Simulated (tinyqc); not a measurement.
Inside a calculation. Method: empirical pseudopotential in a few plane waves. One step of it, computed by the program tinyqc.

Problem. Levels at G. Diagonalise the Hermitian matrix.

H(k) at G (eV):
```
,+0+0+0,-1-1-1,-1-1+1,-1+1-1,-1+1+1,+1-1-1,+1-1+1,+1+1-1,+1+1+1,-2+0+0,+0-2+0,+0+0-2,+0+0+2,+0+2+0,+2+0+0
+0+0+0,0.000000,1.837549,-1.837549,-1.837549,-1.837549,-1.837549,-1.837549,-1.837549,1.837549,0.000000,0.000000,0.000000,0.000000,0.000000,0.000000
-1-1-1,1.837549,10.680146,0.000000,0.000000,0.013606,0.000000,0.013606,0.013606,0.000000,-1.837549,-1.837549,-1.837549,-0.384827,-0.384827,-0.384827
-1-1+1,-1.837549,0.000000,10.680146,-0.013606,0.000000,-0.013606,0.000000,0.000000,0.013606,-1.837549,-1.837549,0.384827,1.837549,-0.384827,-0.384827
-1+1-1,-1.837549,0.000000,-0.013606,10.680146,0.000000,-0.013606,0.000000,0.000000,0.013606,-1.837549,0.384827,-1.837549,-0.384827,1.837549,-0.384827
-1+1+1,-1.837549,0.013606,0.000000,0.000000,10.680146,0.000000,-0.013606,-0.013606,0.000000,1.837549,-0.384827,-0.384827,-1.837549,-1.837549,0.384827
+1-1-1,-1.837549,0.000000,-0.013606,-0.013606,0.000000,10.680146,0.000000,0.000000,0.013606,0.384827,-1.837549,-1.837549,-0.384827,-0.384827,1.837549
+1-1+1,-1.837549,0.013606,0.000000,0.000000,-0.013606,0.000000,10.680146,-0.013606,0.000000,-0.384827,1.837549,-0.384827,-1.837549,0.384827,-1.837549
+1+1-1,-1.837549,0.013606,0.000000,0.000000,-0.013606,0.000000,-0.013606,10.680146,0.000000,-0.384827,-0.384827,1.837549,0.384827,-1.837549,-1.837549
+1+1+1,1.837549,0.000000,0.013606,0.013606,0.000000,0.013606,0.000000,0.000000,10.680146,-0.384827,-0.384827,-0.384827,-1.837549,-1.837549,-1.837549
-2+0+0,0.000000,-1.837549,-1.837549,-1.837549,1.837549,0.384827,-0.384827,-0.384827,-0.384827,14.240195,-0.013606,-0.013606,0.013606,0.013606,0.000000
+0-2+0,0.000000,-1.837549,-1.837549,0.384827,-0.384827,-1.837549,1.837549,-0.384827,-0.384827,-0.013606,14.240195,-0.013606,0.013606,0.000000,0.013606
+0+0-2,0.000000,-1.837549,0.384827,-1.837549,-0.384827,-1.837549,-0.384827,1.837549,-0.384827,-0.013606,-0.013606,14.240195,0.000000,0.013606,0.013606
+0+0+2,0.000000,-0.384827,1.837549,-0.384827,-1.837549,-0.384827,-1.837549,0.384827,-1.837549,0.013606,0.013606,0.000000,14.240195,-0.013606,-0.013606
+0+2+0,0.000000,-0.384827,-0.384827,1.837549,-1.837549,-0.384827,0.384827,-1.837549,-1.837549,0.013606,0.000000,0.013606,-0.013606,14.240195,-0.013606
+2+0+0,0.000000,-0.384827,-0.384827,-0.384827,0.384827,1.837549,-1.837549,-1.837549,-1.837549,0.000000,0.013606,0.013606,-0.013606,-0.013606,14.240195
```

Give: eigenvalues.

Solution.

eigenvalues (eV): -2.1175  7.0769  7.6816  7.6816  7.6816  10.6938  10.6938  10.6938  12.7568  14.2674  14.2674  17.2524  17.2524  17.2524  17.7482
